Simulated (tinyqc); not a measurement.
What moves the results: model-solid line-up of a strained alloy layer on a substrate. A value that a table varies takes the place of the one given here.

All values of the alloy are linear in x but the gap, Eg(x) = (1 - x) Eg_A + x Eg_B - C x (1 - x), and the valence edge, Ev(x) = (1 - x) Ev_A + x Ev_B + fv C x (1 - x); Ec = Ev + Eg. Ev is the top of the unstrained valence band on a scale common to all materials. In the layer only the Gamma valley of the conduction band is followed, also where an X or L valley would lie lower.

Coherent growth on a (001) face: e_par = (a_s - a)/a, e_perp = -2 (C12/C11) e_par; exx = eyy = e_par, ezz = e_perp, no shear.

Strained edges: Ec + ac tr(e); the valence edges are Ev plus the levels of the 6 x 6 matrix of X, Y, Z times spin with -Dso/3 + l exx + m (eyy + ezz) on the diagonal (cyclic), n exy off it, l = av + 2 b, m = av - b, n = sqrt(3) d. Spin-orbit term (Dso/3) L.sigma on X, Y, Z with (L_k)_ij = -i epsilon_kij: <X+|H|Y+> = -i Dso/3, <X+|H|Z-> = Dso/3, <Y+|H|Z-> = -i Dso/3, <Z+|H|X-> = -Dso/3, <Z+|H|Y-> = i Dso/3, <X-|H|Y-> = i Dso/3, and their conjugates; + and - are the spin along z.

dEc = Ec(substrate) - Ec(layer), dEv = Ev(layer) - Ev(substrate); positive values confine the carrier in the layer. Type I: both of one sign; type II: opposite signs; type III: the gaps do not overlap.

Coherent growth: e_par = (a_s - a)/a. (001): e_perp = -2 (C12/C11) e_par; exx = eyy = e_par, ezz = e_perp, no shear. (111): e_perp = -(2 C11 + 4 C12 - 4 C44)/(C11 + 2 C12 + 4 C44) e_par; exx = eyy = ezz = (2 e_par + e_perp)/3 and exy = eyz = ezx = (e_perp - e_par)/3. (110): e_perp = -(C11 + 3 C12 - 2 C44)/(C11 + C12 + 2 C44) e_par; exx = eyy = (e_par + e_perp)/2, ezz = e_par, exy = (e_perp - e_par)/2, eyz = ezx = 0.

Values chosen for the exercise (A near InAs, B near AlAs, substrate near InAs; the results hold for these values, not for the real material): a = (6.064, 5.664) angstrom (lattice constant of A, B); Eg = (0.413, 3.137) eV (gap at Gamma to the s-like level of A, B); Dso = (0.39, 0.277) eV (spin-orbit splitting of A, B); Ev = (-0.58, -1.33) eV (top of the unstrained valence band of A, B); ac = (-5.13, -5.59) eV (conduction deformation potential of A, B); av = (1, 2.46) eV (valence hydrostatic potential of A, B); b = (-1.81, -2.3) eV (tetragonal shear potential of A, B); d = (-3.61, -3.39) eV (trigonal shear potential of A, B); C11 = (82.4, 124.5) GPa (of A, B); C12 = (44.9, 53.7) GPa (of A, B); C44 = (39.6, 53.8) GPa (of A, B); C = 0.737 eV (bowing of the gap); fv = 0.3 (share of the bowing taken by the valence edge); a_s = 6.064 angstrom (substrate); Eg_s = 0.413 eV (lowest gap of the substrate); Ev_s = -0.58 eV (substrate valence edge); face = 001 (growth face); x = 0.42 (fraction of B).

## Composition against offsets

Each composition is strained to the same substrate.

Results:
```
x     e_par (%)  relaxed gap (eV)  strained gap (eV)  valence splitting (meV)  dEc (eV)  dEv (eV)  type
0.02       0.13             0.453              0.440                       10    -0.023    -0.004     I
0.08       0.53             0.577              0.523                       43    -0.094    -0.016     I
0.14       0.93             0.706              0.607                       78    -0.168    -0.026     I
0.20       1.34             0.840              0.691                      116    -0.244    -0.034     I
0.26       1.74             0.979              0.776                      157    -0.323    -0.040     I
0.32       2.16             1.124              0.863                      200    -0.405    -0.045     I
0.38       2.57             1.274              0.951                      245    -0.490    -0.048     I
0.44       2.99             1.430              1.040                      293    -0.577    -0.051     I
```

What does this show, and why?

The layer stays under tension over this range. The strained gap runs from 0.440 to 1.040 eV, against 0.453 to 1.430 eV for the relaxed alloy: strain takes back part of the change that the composition makes. Strains above 2 % can be kept only in layers of a few nanometres. The line-up is type I throughout, with the layer as the barrier. Offsets below about 50 meV are within the spread of parameter sets, so those rows do not settle the type. Where the alloy is indirect its X or L edge, left out, lies lower and sets the real gap and dEc.

## The same layer on three faces

Composition and substrate are kept.

Results:
```
face   e_perp (%)  tr(e) (%)  shift of Ec (meV)  shift of Ev (meV)  valence splitting (meV)  gap (eV)
(001)      -2.767      2.932             -156.1              211.1                    277.1    1.0104
(111)      -1.594      4.105             -218.5              191.3                    215.3    0.9677
(110)      -1.839      3.860             -205.5              195.3                    228.0    0.9768
```

What does this show, and why?

The layer yields most along the normal on (001) and least on (111), so the volume change, and with it the shift of Ec, is largest on (111). The valence splitting, set by b on (001), by d on (111) and by both on (110), is largest on (001). The gaps span 43 meV, from (111) to (001).

## What each parameter does

Strained gap, valence splitting and offsets. Each row changes one parameter from the base and keeps the others.

Results:
```
case                     gap (eV)  splitting (meV)  dEc (eV)  dEv (eV)
base                       1.0104            277.1   -0.5473   -0.0500
x = 0.44                   1.0403            293.3   -0.5767   -0.0506
a_s = 6.084 angstrom       0.9627            314.0   -0.5288   -0.0209
C = 0.837 eV               0.9860            277.1   -0.5303   -0.0427
fv = 0.5                   1.0104            277.1   -0.5833   -0.0141
Ev_s = -0.53 eV            1.0104            277.1   -0.4973   -0.1000
d = (-4.151, -3.898) eV    1.0104            277.1   -0.5473   -0.0500
b = (-2.081, -2.645) eV    0.9808            323.6   -0.5473   -0.0204
ac = (-5.9, -6.428) eV     0.9869            277.1   -0.5239   -0.0500
```

What can be read from the table?

The largest shifts from the base row, up to three for each result and ties (the steps differ in size, so this ranks the rows, not the parameters). gap (eV): a_s -0.0477, x +0.0300, b -0.0296; unchanged at the printed digits by fv, Ev_s and d. splitting (meV): b +46.5, a_s +36.9, x +16.2; unchanged at the printed digits by C, fv, Ev_s, d and ac. dEc (eV): Ev_s +0.0500, fv -0.0359, x -0.0294; unchanged at the printed digits by d and b. dEv (eV): Ev_s -0.0500, fv +0.0359, b +0.0296; unchanged at the printed digits by d and ac.

(tinyqc, `OMP_NUM_THREADS=1 python tinyqc.py 1080277 1080278 out.jsonl`, Intel(R) Xeon(R) Processor @ 2.30GHz, 1 thread, shared host, about 0.01 s.)
